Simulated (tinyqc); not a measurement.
Thin-film optics by transfer matrices: sweeps and comparisons. A value that a table varies takes the place of the one given here.

Indices N = n + i k. Snell: N0 sin(theta) = N_j sin(theta_j), with Im(N_j cos theta_j) >= 0. Admittance y_j = N_j cos theta_j for s and N_j/cos theta_j for p. Phase delta_j = 2 pi N_j cos theta_j d_j/lambda. Layer matrix [[cos delta, -i sin delta/y], [-i y sin delta, cos delta]], multiplied from the top down to M. (B, C) = M (1, y_sub); r = (y0 B - C)/(y0 B + C), R = |r|^2, T = 4 Re y0 Re y_sub/|y0 B + C|^2, absorbed in the films 1 - R - T.

Ellipsometry: rho = tan(Psi) exp(i Delta) = -conj(r_p/r_s) with the r of the admittance formula, Delta in 0 to 360 degrees, so that a bare dielectric at small angles gives Delta = 180.

Parameters, chosen for this exercise (indices near those of resist on polySi; shifted at random, so the results belong to these values and not to a real crystal):
```
symbol  value           unit     meaning
lam     633             nm       vacuum wavelength
n0      1                        ambient index
n       (1.607, 3.881)           n of resist, substrate
k       (0, 0.039)               k in the same order
d       (859)           nm       thicknesses, top first
theta   70              degrees  angle of incidence
pol     p                        polarisation
```

## Swing curve: thickness of the top film

The first entry of d takes the values listed.

Stack:
```
d_1 (nm)       R       T  absorbed
859.0     0.2448  0.7552    0.0000
899.5     0.1787  0.8213    0.0000
939.9     0.0659  0.9341    0.0000
980.4     0.0287  0.9713    0.0000
1020.9    0.1199  0.8801    0.0000
1061.3    0.2208  0.7792    0.0000
1101.8    0.2448  0.7552    0.0000
1142.2    0.1789  0.8211    0.0000
1182.7    0.0658  0.9342    0.0000
1223.2    0.0287  0.9713    0.0000
1263.6    0.1196  0.8804    0.0000
1304.1    0.2208  0.7792    0.0000
1344.6    0.2448  0.7552    0.0000
```

R swings between 0.0287 and 0.2448 on these points. The period is lambda/(2 Re(N_1 cos theta_1)) = 242.8 nm, six rows. The film does not absorb, so the swing repeats exactly. The swing ratio (max - min)/mean is 1.43.

## Angle of incidence

Both polarisations.

Stack:
```
theta (degrees)     R_s     R_p    Psi   Delta
0                0.1133  0.1133  45.00  180.00
15               0.1747  0.1634  44.05  177.25
30               0.3515  0.2584  40.61  174.37
45               0.4561  0.2151  34.48  188.36
55               0.3796  0.1315  30.48  225.54
60               0.2809  0.1311  34.34  252.93
65               0.1528  0.1722  46.71  277.26
70               0.0510  0.2448  65.46  310.76
75               0.0710  0.3429  65.54   12.45
80               0.2562  0.4787  53.81   23.07
85               0.5659  0.6836  47.70   13.76
```

R_s and R_p agree at normal incidence (0.1133). R_p is lowest at 0 degrees of those listed (0.1133), where R_s = 0.1133: the two agree there by symmetry, and no oblique row falls below it. R_s does not rise steadily, because the phase thickness of the films changes with the angle. R_p exceeds R_s at 65, 70, 75, 80 and 85 degrees, where Psi is above 45.

## Sensitivity of the reflectance

R for both polarisations. Each row changes one parameter from the base and keeps the others.

Results:
```
case                   R_s     R_p     T_s
base                0.0510  0.2448  0.9490
d = (864) nm        0.0898  0.2413  0.9102
n = (1.639, 3.881)  0.3193  0.2055  0.6807
k = (0, 0.053)      0.0518  0.2448  0.9482
lam = 638 nm        0.0219  0.2473  0.9781
theta = 75 degrees  0.0710  0.3429  0.9290
```

The largest shifts from the base row, up to three for each result and ties (the steps differ in size, so this ranks the rows, not the parameters). R_s: n +0.2683, d +0.0387, lam -0.0292. R_p: theta +0.0981, n -0.0393, d -0.0035; unchanged at the printed digits by k. T_s: n -0.2683, d -0.0387, lam +0.0292.

(tinyqc, `OMP_NUM_THREADS=1 python tinyqc.py 1652106 1652107 out.jsonl`, Intel(R) Xeon(R) Processor @ 2.30GHz, 1 thread, shared host, about 0.02 s.)
